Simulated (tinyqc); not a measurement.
Hydrogen passivation of interface dangling bonds: competing passivation and dissociation with distributed barriers: one step, computed by the program tinyqc.

P_b + H2 gives P_bH + H at the rate k_f [H2]; P_bH gives P_b + H at the rate k_d. All defects start unpassivated. E_f and E_d are Gaussian and independent.

Problem. Distributed barriers. [H2] = solubility factor x p; a = k_f0 [H2] exp(-E_f/(k_B T)), d = k_d0 exp(-E_d/(k_B T)). For one pair of barriers the active share is y = [d + a exp(-(a + d) t)]/(a + d). Temperatures in kelvin are T(C) + 273.15. Average y over both Gaussians with 40 x 40 Gauss-Hermite points. Active density N0 y; threshold shift if each active defect holds one charge, e N0 y t_ox/(3.9 eps_0).

Inputs (values chosen for the exercise, close to those used for P_b centres at the silicon-oxide interface):
```
quantity                                      value          unit
defect density N0                             2e+12        1/cm^2
passivation prefactor k_f0                  2.6e-07        cm^3/s
mean passivation barrier E_f                    1.6            eV
spread sigma_f                                0.023            eV
dissociation prefactor k_d0                 2.8e+13           1/s
mean dissociation barrier E_d                  2.62            eV
spread sigma_d                                0.098            eV
H2 in the oxide per atm, solubility factor  1.2e+18  1/(cm^3 atm)
hydrogen pressure p                              10           atm
anneal temperature T                            400             C
anneal time t                                   160             s
oxide thickness                                 3.7            nm
```

Constants: k_B = 8.617333262e-05 eV/K; e = 1.602176634e-19 C; eps_0 = 8.8541878128e-12 F/m.

Give: active share y; active density; threshold shift.

Solution.

active share y = 9.339e-07

active density = 1.868e+06 1/cm^2

threshold shift = 3.207e-04 mV

Caution: densities below a few 1e9 per cm^2 are formal: other defects set the floor in real interfaces.
